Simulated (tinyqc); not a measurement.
Coherent transport through a tight-binding region between two chains, step by step. Computed by tinyqc, a small Python program that keeps every step. Settings: temperature = 77, mu = -0.31. Command: `OMP_NUM_THREADS=1 python tinyqc.py 27253 27254 out.jsonl` (the two numbers bound the seeds that draw the settings). One thread of a shared host (Intel(R) Xeon(R) Processor @ 2.60GHz), about 0.08 s of CPU time with the checks.

## Transmission at E = 0.55 eV

H of the central region (eV):
$$\begin{pmatrix}
0.000000 & -0.930000 & 0.000000 \\
-0.930000 & 0.000000 & -1.640000 \\
0.000000 & -1.640000 & 0.000000
\end{pmatrix}$$

Leads: semi-infinite chains with site energy 0:
```
parameter                           value
lead hopping t (eV)              1.340000
coupling to the left lead (eV)   0.400000
coupling to the right lead (eV)  0.340000
left contact site                       1
right contact site                      3
```

E = 0.550000 eV

Surface Green function g = (E - i sqrt(4 t^2 - E^2)) / (2 t^2); self-energy tc^2 g on each contact site; G = (E - H - Sigma)^(-1); Gamma = -2 Im Sigma; T = Gamma_L Gamma_R |G_LR|^2; local density of states -Im G_ii / pi.

g = 0.153152-0.730384i 1/eV

G (1/eV):
$$\begin{pmatrix}
1.335590-0.281379i & 0.285238-0.008834i & -0.853036+0.162525i \\
0.285238-0.008834i & -0.162283-0.030851i & 0.502430+0.015356i \\
-0.853036+0.162525i & 0.502430+0.015356i & 0.315236-0.097313i
\end{pmatrix}$$

local density of states (1/eV): [0.089566, 0.009820, 0.030976]

transmission = 0.029762

## Transmission across the band

The same steps on a grid of energies.

T(E):
```
E (eV)              T
-2.54600000  0.000215
-2.29140000  0.002326
-2.03680000  0.049034
-1.78220000  0.071419
-1.52760000  0.017564
-1.27300000  0.012463
-1.01840000  0.013038
-0.76380000  0.017970
-0.50920000  0.033824
-0.25460000  0.108446
0.00000000   0.611953
0.25460000   0.108446
0.50920000   0.033824
0.76380000   0.017970
1.01840000   0.013038
1.27300000   0.012463
1.52760000   0.017564
1.78220000   0.071419
2.03680000   0.049034
2.29140000   0.002326
2.54600000   0.000215
```

levels of the isolated region (eV): [-1.885338, 0.000000, 1.885338]

## Current

I = (2e/h) int T(E) [f(E - mu - V/2) - f(E - mu + V/2)] dE at 77 K with mu = -0.31 eV, the bias not changing H; 2e^2/h = 77.48092 microsiemens; the integral runs over the band on 4001 points.

Current:
```
V (volt)  I (microampere)
0.010000         0.061037
0.050000         0.306532
0.100000         0.621618
0.200000         1.315687
0.400000         3.351721
0.800000        11.535503
```
